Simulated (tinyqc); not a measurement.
# Froehlich polaron in a polar crystal, step by step

A worked calculation. Computed by tinyqc, a small Python program that keeps every step. Command: `OMP_NUM_THREADS=1 python tinyqc.py 3031797 3031798 out.jsonl frohlich walk`. One thread of a shared host (Intel(R) Xeon(R) Processor @ 2.30GHz), about 0.06 s of CPU time with the checks. Intermediate numbers are printed to about 7 digits and carried at full precision; extremes and crossings named in words are read from the listed rows.

One electron in a parabolic band of mass m*, coupled to dispersionless LO phonons in the continuum model. Energies are in units of hbar omega unless marked, wave numbers in k_0 = sqrt(2 m* omega/hbar).

Inputs (values chosen for the exercise, modelled on rutile): band mass m* = 1.05 m_0; LO phonon energy hbar omega = 98.6 meV; eps_inf = 6.96; static dielectric constant eps_s = 91.1; temperature T = 200 K; electron wave number k/k_0 = 0.16; trial v = 3.2; trial w = 2.4.

Constants: hbar^2/(2 m_0) = 3.80998212 eV angstrom^2; e^2/(4 pi eps_0) = 14.39964548 eV angstrom; k_B = 8.617333262e-05 eV/K; hbar = 6.582119569e-16 eV s; e = 1.602176634e-19 C; m_0 = 9.1093837015e-31 kg.

## Coupling constant and length scale

1/eps* = 1/eps_inf - 1/eps_s; k_0 = sqrt(2 m* omega/hbar) = sqrt(m* hbar omega / (hbar^2/(2 m_0))) with m* in m_0; alpha = (e^2/(4 pi eps_0)) k_0/(2 eps* hbar omega); polaron length 1/k_0.

eps* = 7.535726

k_0 = 0.1648434 1/angstrom

coupling constant alpha = 1.597318

polaron length 1/k_0 = 6.066363 angstrom

Intermediate coupling.

## Second-order perturbation theory

At T = 0 and k < k_0: E(k) = (k/k_0)^2 - alpha arcsin(k/k_0)/(k/k_0); so E(0) = -alpha, 1/m_p = (1 - alpha/6)/m*, and the mean number of phonons in the cloud at k = 0 is alpha/2. The Lee-Low-Pines variational state gives the same E(0) and m_p = m* (1 + alpha/6).

energy shift at k = 0 = -157.4956 meV

E(k) = -1.578613 hbar omega

m*/m_p, second order = 0.7337803

m_p/m*, Lee-Low-Pines = 1.266220

phonons in the cloud = 0.7986591

## Strong-coupling trial states

Landau-Pekar: the lattice follows the mean electron density. A Gaussian state exp(-b^2 r^2/2) gives E(b) = (3/2) b^2 - alpha b sqrt(2/pi) (b in k_0), minimised at b = alpha sqrt(2/pi)/3 to E = -alpha^2/(3 pi); a state exp(-b r) gives E(b) = b^2 - (5/8) alpha b, minimised at b = 5 alpha/16 to E = -25 alpha^2/256.

best b, Gaussian = 0.4248252 k_0

E, Gaussian = -0.2707146 hbar omega

best b, exponential = 0.4991619 k_0

E, exponential = -0.2491626 hbar omega

The Gaussian bound lies below -alpha only for alpha > 3 pi = 9.42; here it lies above, so the self-trapped state is the poorer bound.

## Feynman's energy at a trial point

Feynman's bound: E(v, w) = 3 (v - w)^2/(4 v) - (alpha v/sqrt(pi)) int_0^infinity e^-u D(u)^(-1/2) du, D = w^2 u + ((v^2 - w^2)/v)(1 - e^(-v u)); integrals by 80 Gauss-Legendre points in s from 0 to 1 with u = 40 s^2.

first term = 0.15 hbar omega

E(v, w) = -1.597995 hbar omega

## Feynman's variational polaron

Minimise over v > w > 0 (simplex search); mass m_p/m* = 1 + (alpha v^3/(3 sqrt(pi))) int u^2 e^-u D^(-3/2) du.

best v = 3.19

best w = 2.79

E, Feynman = -1.631753 hbar omega

polaron energy, Feynman = -160.8909 meV

m_p/m*, Feynman = 1.348

The bound lies 2.2 % below -alpha, and the mass is 1.06 times the Lee-Low-Pines value.

## Mobility at low temperature

Scattering by absorption of an LO phonon: 1/tau = 2 alpha omega n, n = 1/(exp(hbar omega/(k_B T)) - 1); mu = e tau/m*, the weak-coupling result for k_B T well below hbar omega.

phonon occupation n = 0.003287113

lifetime tau = 635.7009 fs

mobility = 1064.841 cm^2/(V s)

Caution: this mobility formula holds for weak coupling and k_B T well below hbar omega, and it leaves out all other scattering.

## All approximations against the coupling

Other columns: second order -alpha; Landau-Pekar Gaussian -alpha^2/(3 pi); Lee-Low-Pines mass 1 + alpha/6. The polaron energy in meV uses the given hbar omega.

Energies (hbar omega) and masses (m*):
```
alpha  second order     Gaussian     Feynman  Feynman (meV)  mass, LLP  mass, Feynman     v     w
0.4            -0.4  -0.01697653  -0.4020171      -39.63889   1.066667          1.071  3.04  2.95
0.8            -0.8  -0.06790611  -0.8082464      -79.69310   1.133333          1.151  3.09   2.9
1.6            -1.6   -0.2716244   -1.634556      -161.1673   1.266667          1.349  3.19  2.79
2.6            -2.6   -0.7172583   -2.697348      -265.9585   1.433333          1.699  3.34  2.63
3.2            -3.2    -1.086498   -3.353966      -330.7011   1.533333          1.999  3.46  2.52
6.2            -6.2    -4.078611   -6.979038      -688.1332   2.033333          7.836  4.85  1.82
9.2            -9.2    -8.980583   -11.86953      -1170.336   2.533333             71  10.3  1.26
12              -12    -15.27887   -18.14339      -1788.939          3          281.6  18.6  1.13
```

All three energies are upper bounds (-alpha through the Lee-Low-Pines state), and the Feynman value is the lowest in every row. It lies within 5 % of -alpha up to alpha = 3.2; at alpha = 12 it is 1.19 times the Gaussian value, whose alpha^2 law it approaches with a constant shift of about -3 ln 2 - 3/4 = -2.83 (here -2.86). The mass stays within 10 % of 1 + alpha/6 up to alpha = 1.6 and reaches 282 m* in the last row; w falls from 2.95 towards 1 while v grows to 18.6.

Checks made by the program: second-order shift against the integral -(2 alpha/pi) int dq/(1 + q^2) (relative difference below 1e-10); v = w reduces the bound to -alpha (relative difference 1e-10).
